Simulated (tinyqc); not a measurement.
Levels against field: parabolic quantum dot in a magnetic field (Fock-Darwin).

Two dimensions, V = m w0^2 r^2/2, one valley. hbar wc = 2 muB B/m, W = sqrt(w0^2 + wc^2/4), E(n, l, s) = (2n + |l| + 1) hbar W - l hbar wc/2 + s gs muB B, n = 0, 1, ..., l = 0, +/-1, ..., s = +/-1/2; length lam = sqrt(2c/(m hbar W)), c = hbar^2/2m0.

Constants: muB = 5.788381798e-05 eV/T; hbar^2/2m0 = 3.80998211 eV angstrom^2.

Inputs chosen for the exercise (near those of a gate-defined dot in InAs; shifted at random, so the results belong to these values and not to a real crystal):

| symbol | value | unit | meaning |
|---|---|---|---|
| m | 0.0292 | m0 | mass |
| gs | -7.39 |  | g factor |
| w0 | 6.5 | meV | confinement energy hbar w0 |
| Bs | (0, 0.41, 0.82, 1.3, 2, 3, 4.3) | T | fields |

Six orbital levels without the Zeeman term.

Levels (meV):

| B (T) | (0,0) | (0,1) | (0,-1) | (0,2) | (1,0) | (0,3) |
|---|---|---|---|---|---|---|
| 0 | 6.500 | 13.000 | 13.000 | 19.500 | 19.500 | 26.000 |
| 0.82 | 6.700 | 11.775 | 15.026 | 16.849 | 20.101 | 21.924 |
| 1.3 | 6.992 | 11.407 | 16.561 | 15.823 | 20.977 | 20.238 |
| 2.0 | 7.614 | 11.263 | 19.192 | 14.912 | 22.841 | 18.561 |
| 3.0 | 8.810 | 11.673 | 23.567 | 14.536 | 26.430 | 17.399 |
| 4.3 | 10.720 | 12.915 | 29.963 | 15.111 | 32.159 | 17.306 |

Give the missing row, B (T) = 0.41.

Computed row:
```
B (T)  (0,0)   (0,1)  (0,-1)   (0,2)   (1,0)   (0,3)
0.41   6.551  12.288  13.914  18.026  19.652  23.764
```

(0,2) crosses (0,-1) where W = 3 wc/2, that is wc = w0/sqrt(2), B = 1.16 T, and (0,3) crosses it at W = wc, B = 1.89 T. States with n = 0 and l >= 0 draw together into the lowest Landau level: their spacing W - wc/2 shrinks from 6.50 to 2.20 meV, while (0,-1) climbs to 19.24 meV above (0,0).

Computed by tinyqc, a small Python program: `OMP_NUM_THREADS=1 python tinyqc.py 1252122 1252123 out.jsonl` (the numbers bound the seed that draws the inputs); one thread of a shared host (Intel(R) Xeon(R) Processor @ 2.30GHz), about 0.04 s for the whole set of steps.
